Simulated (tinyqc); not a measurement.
Velocity overshoot from momentum and energy balance equations after a field step. Changing the energy relaxation time tau_E. Computed by tinyqc, a small Python program. Command: `OMP_NUM_THREADS=1 python tinyqc.py 3022815 3022816 out.jsonl overshoot sweep`. One thread of a shared host (Intel(R) Xeon(R) Processor @ 2.30GHz), about 0.03 s of CPU time with the checks.

At t = 0 the field jumps from 0 to F in a uniform sample. v is the drift velocity and u = w - (3/2) k_B T the excess energy per carrier.

Inputs (values chosen for the exercise, modelled on electrons in 4H-SiC except for tau_E):

| quantity | value | unit |
|---|---|---|
| effective mass m | 0.34 | m_0 |
| low-field mobility mu_0 | 810 | cm^2/(V s) |
| saturation velocity v_s | 1.9 | 1e7 cm/s |
| field after the step F | 40 | kV/cm |
| lattice temperature T | 300 | K |
| time step dt | 6.6 | fs |

Scheme: explicit Euler.

Constants: m_0 = 9.1093837015e-31 kg; e = 1.602176634e-19 C; k_B = 8.617333262e-05 eV/K.

Method:
- dv/dt = e F/m - v/tau_m(u), du/dt = e F v - u/tau_E, tau_m(u) = tau_0/(1 + c u), tau_0 = m mu_0/e, c = mu_0/(e tau_E v_s^2); this choice gives the steady state v (1 + mu_0 F v/v_s^2) = mu_0 F, which saturates at v_s. Steady velocity v = 2 mu_0 F/(1 + sqrt(1 + 4 (mu_0 F/v_s)^2)); u = e F v tau_E; carrier temperature T + 2u/(3 k_B), neglecting the drift energy m v^2/2.
- Step: v_new = v + dt (e F/m - v/tau_m(u)), u_new = u + dt (e F v - u/tau_E). Start v = u = 0; the distance adds dt (v + v_new)/2.
- Run to 8 times the larger of tau_E and tau_0, but at most 20001 steps, and stop early if |v| > 1000 v_s or u < -1/(2c); the run is accepted if the last v is within 0.5 % of the steady value.

One run for each value:

| energy relaxation time tau_E (ps) | peak over steady velocity | time of the peak (fs) | distance at the peak (nm) | steady carrier temperature (K) |
|---|---|---|---|---|
| 0.10 | 1.1579 | 171.6 | 19.689 | 740.3 |
| 0.15 | 1.2337 | 184.8 | 22.578 | 960.5 |
| 0.24 | 1.3310 | 198.0 | 25.800 | 1356.8 |
| 0.36 | 1.4203 | 224.4 | 31.763 | 1885.1 |
| 0.55 | 1.5164 | 244.2 | 36.837 | 2721.8 |
| 0.85 | 1.6154 | 277.2 | 45.247 | 4042.7 |
| 1.30 | 1.7095 | 310.2 | 54.205 | 6024.1 |
| 2.00 | 1.8001 | 349.8 | 65.358 | 9106.4 |

Over the rows, peak over steady velocity rises from 1.16 to 1.80 (exponent d ln y / d ln x 0.16 between the first rows and 0.12 between the last); time of the peak (fs) rises from 172 to 350 (exponent d ln y / d ln x 0.18 between the first rows and 0.28 between the last); distance at the peak (nm) rises from 19.7 to 65.4 (exponent d ln y / d ln x 0.34 between the first rows and 0.43 between the last). The steady velocity is the same in every row; a longer tau_E delays the heating and so lets v climb further towards mu_0 F.

Caution (rows 1.30, 2.00): the excess energy exceeds 0.5 eV, where non-parabolicity, upper valleys and impact ionisation matter.

Extremes, crossings and ranges named in words are read from the listed rows.
